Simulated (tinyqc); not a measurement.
Rotating the field: cyclotron resonance of ellipsoidal valleys, Ge type.

Valleys along [111], [-111], [1-11], [11-1], mass ml along the axis and mt across it. B lies in the (1-10) plane, b = (sin(theta)/sqrt2, sin(theta)/sqrt2, cos(theta)). For the angle phi between B and the axis, 1/mc^2 = cos^2(phi)/mt^2 + sin^2(phi)/(mt ml). Resonance: h nu = 2 muB B/mc, h = 2 pi hbar.

Inputs chosen for the exercise (out of a larger set: near those of Ge; not measured data): ml = 1.633 m0 (longitudinal mass); mt = 0.082 m0 (transverse mass); ths = (0, 20, 35, 50, 65, 80, 90) degrees (angles).

mc against theta; [-111] and [1-11] stay equal in this plane.

Cyclotron masses (m0):
```
theta (degrees)   [111]  [-111]  [11-1]
0                0.1354  0.1354  0.1354
20               0.0986  0.1428  0.2407
35               0.0868  0.1600  0.3659
50               0.0823  0.1927  0.2454
65               0.0833  0.2510  0.1539
80               0.0902  0.3354  0.1136
90               0.0992  0.3659  0.0992
```

All valleys give one line at theta = 0, B along [001], with mc = 0.1354. The [111] valley reaches mt at 54.7 degrees, and [11-1] reaches its largest value sqrt(ml mt) = 0.3659 at 35.3 degrees, where B is perpendicular to it; the listed maximum of that branch is 0.3659. The pair [-111], [1-11] reaches the same value at 90 degrees.

(tinyqc, `OMP_NUM_THREADS=1 python tinyqc.py 1252769 1252770 out.jsonl`, Intel(R) Xeon(R) Processor @ 2.30GHz, 1 thread, shared host, about 0.01 s.)
